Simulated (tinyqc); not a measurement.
Changing the image contrast (as defocus does): chemically amplified photoresist: aerial image, acid generation, bake, development and line width. Computed by tinyqc, a small Python program. Command: `OMP_NUM_THREADS=1 python tinyqc.py 3008007 3008008 out.jsonl resist sweep`. One thread of a shared host (Intel(R) Xeon(R) Processor @ 2.30GHz), about 0.03 s of CPU time with the checks.

Lines and spaces of pitch p with a two-beam-like image; x = 0 is the middle of the bright space. The resist is positive and treated as uniform in depth.

Inputs (values chosen for the exercise, for a model resist at 13.5 nm):

| quantity | value | unit |
|---|---|---|
| pitch p | 42 | nm |
| mean dose E | 17.2 | mJ/cm^2 |
| Dill parameter C | 0.016 | cm^2/mJ |
| quencher load q, relative to the acid generator | 0.18 | - |
| acid diffusivity D | 0.052 | nm^2/s |
| bake time t | 60 | s |
| amplification rate k_amp | 0.092 | 1/s |
| threshold protection m_th | 0.61 | - |
| development selectivity n | 8 | - |
| largest rate r_max | 230 | nm/s |
| smallest rate r_min | 0.055 | nm/s |
| resist thickness d | 35 | nm |
| development time t_d | 30 | s |
| photon energy | 91.84 | eV |
| absorption coefficient alpha | 3.2 | 1/um |

Method:
- Dose E(x) = E [1 + c cos(2 pi x/p)]; acid h = 1 - exp(-C E(x)).
- Bake: the acid image is blurred by a Gaussian of variance sigma^2 = 2 D t (each Fourier term k of h, taken on 64 points, is multiplied by exp(-4 pi^2 k^2 D t/p^2)).
- Cosine coefficients: h(x) = sum_k h_k cos(2 pi k x/p).
- The quencher then removes q, h_eff = max(h_blurred - q, 0); protection m = exp(-k_amp t h_eff).
- Mack rate r = r_max (a + 1)(1 - m)^n/(a + (1 - m)^n) + r_min, a = ((n + 1)/(n - 1))(1 - m_th)^n.
- Edge: vertical development clears the film where r t_d >= d; the space width is twice the x where r = d/t_d.
- Dose sensitivity = d ln(width)/d ln E from widths at 1.005 E and E/1.005; image log-slope at the edge = |d ln E/dx|, normalised by the width (NILS); latitude for 10 % of width = 10 %/sensitivity.
- The edge lies at x = width/2.
- Absorbed photons per volume N = E(edge) alpha/(photon energy), 1 mJ/cm^2 = 62.41509 eV/nm^2, alpha in 1/nm; a Gaussian blur averages over a volume V = (2 sqrt(pi) sigma)^3; relative noise 1/sqrt(N V); edge noise sigma_x = (dh/d ln E) noise/|dh/dx|, with both derivatives of the blurred acid at the edge.

One run for each value:

| image contrast c | dose latitude (%) | space width (nm) | edge noise from photons (nm) | NILS |
|---|---|---|---|---|
| 0.25 | 4.622 | 26.119 | 5.8218 | 0.9995 |
| 0.36 | 6.505 | 24.462 | 3.8721 | 1.4028 |
| 0.46 | 8.163 | 23.654 | 2.9811 | 1.7550 |
| 0.57 | 9.970 | 23.088 | 2.3799 | 2.1341 |
| 0.68 | 11.772 | 22.699 | 1.9790 | 2.5066 |
| 0.89 | 15.227 | 22.208 | 1.4919 | 3.2018 |
| 1.00 | 17.054 | 22.024 | 1.3185 | 3.5575 |

Give the missing row, image contrast c = 0.79.

Computed row:
```
image contrast c  dose latitude (%)  space width (nm)  edge noise from photons (nm)    NILS
0.79                         13.578            22.412                        1.6914  2.8734
```

Interpolating between the two neighbouring rows (linearly) misses most in edge noise from photons (nm), by 1.9 %. Over the rows, dose latitude (%) rises from 4.62 to 17.1 (exponent d ln y / d ln x about 0.95 throughout); space width (nm) falls from 26.1 to 22.0 (exponent d ln y / d ln x -0.18 between the first rows and -0.071 between the last); edge noise from photons (nm) falls from 5.82 to 1.32 (exponent d ln y / d ln x -1.1 between the first rows and -1.1 between the last).

Caution (all rows): lateral development, standing waves and the joint diffusion of acid and quencher are left out, so widths are indicative. Caution (all rows): the noise counts photons alone (acid and quencher statistics add to it) and takes the film as thicker than the blur; a thinner film averages in two dimensions only.
